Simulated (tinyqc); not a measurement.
Chip with leakage that grows with temperature, electro-thermal loop and runaway: two steps of the calculation.

One temperature T for the device, T = T0 + Rth P(T), with P(T) = Pd + Pl (T/300 K)^2 exp[(q Ea/kB)(1/(300 K) - 1/T)]. The loop gain is Rth dP/dT; a solution is thermally stable when it is below one.

Parameters, values chosen for the exercise: ambient temperature T0 = 300 K; temperature-independent switching power Pd = 35 W; leakage power at 300 K Pl = 0.078 W; activation energy of the leakage Ea = 0.65 eV; thermal resistance Rth = 1.1 K/W.

Constants: q = 1.602176634e-19 C, kB = 1.380649e-23 J/K. Results are converted to the units shown.

Task 1. Temperature by substitution. P(T) = Pd + Pl (T/300 K)^2 exp[(q Ea/kB)(1/(300 K) - 1/T)]; T(new) = T0 + Rth P(T).

T after iteration 1 = 338.58580 K

Give: P; T after iteration 2.

Result 1.

P = 36.74 W
T after iteration 2 = 340.4 K

Task 2. Loop gain and effective thermal resistance. P(T) = Pd + Pl (T/300 K)^2 exp[(q Ea/kB)(1/(300 K) - 1/T)]; P'(T) = (P - Pd)(2/T + q Ea/(kB T^2)); G = Rth P'. A small change of T0 changes T by 1/(1 - G) times as much.

converged T = 340.73643 K

Give: P; G; dT/dT0.

Result 2.

P = 37.03 W
G = 0.1584
dT/dT0 = 1.188

The feedback is positive: heating raises the power. A second, unstable solution lies at 392.0 K; above it the temperature runs away.

Computed by the program tinyqc: `OMP_NUM_THREADS=1 python tinyqc.py 2520121 2520122 out.jsonl`, one thread of a shared Intel Xeon 2.30GHz, about 0.01 s for the whole run.
